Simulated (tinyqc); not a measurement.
Plane-wave Kohn-Sham cycle with exchange-only LDA in a layered model solid, step by step. One step of it, computed by the program tinyqc.

Task: Iteration 1: potential. V_H(G) = 4 pi rho(G)/G^2 for G != 0 (uniform background); v_x = -(3 rho/pi)^(1/3); V = V_ext + V_H + v_x; Fourier components f(G_m) = (1/N) sum_j f(x_j) exp(-i G_m x_j).

A solid whose potential varies along x alone (atomic units):
```
parameter                      value
period a                    5.200000
cross-section of the cell  36.000000
electrons per cell                 2
grid points                       16
plane waves -n..n, n               3
k points                           4
V1 in V1 cos(2 pi x/a)     -0.690000
V2 in V2 cos(4 pi x/a)      0.160000
```

density at the start, on the grid x_j = j a/N (e/bohr^3): [0.01068376, 0.01068376, 0.01068376, 0.01068376, 0.01068376, 0.01068376, 0.01068376, 0.01068376, 0.01068376, 0.01068376, 0.01068376, 0.01068376, 0.01068376, 0.01068376, 0.01068376, 0.01068376]

Give: Potentials on the grid; V(G_m), m = 0, 1, 2, ....

Result:

Potentials on the grid (hartree):
```
x         V_ext     V_H      v_x        V
0.0000  -0.5300  0.0000  -0.2169  -0.7469
0.3250  -0.5243  0.0000  -0.2169  -0.7412
0.6500  -0.4879  0.0000  -0.2169  -0.7048
0.9750  -0.3772  0.0000  -0.2169  -0.5941
1.3000  -0.1600  0.0000  -0.2169  -0.3769
1.6250   0.1509  0.0000  -0.2169  -0.0660
1.9500   0.4879  0.0000  -0.2169   0.2710
2.2750   0.7506  0.0000  -0.2169   0.5337
2.6000   0.8500  0.0000  -0.2169   0.6331
2.9250   0.7506  0.0000  -0.2169   0.5337
3.2500   0.4879  0.0000  -0.2169   0.2710
3.5750   0.1509  0.0000  -0.2169  -0.0660
3.9000  -0.1600  0.0000  -0.2169  -0.3769
4.2250  -0.3772  0.0000  -0.2169  -0.5941
4.5500  -0.4879  0.0000  -0.2169  -0.7048
4.8750  -0.5243  0.0000  -0.2169  -0.7412
```

V(G_m), m = 0, 1, 2, ... (hartree): [-0.2169, -0.3450, 0.0800, 0.0000, 0.0000, 0.0000, 0.0000]
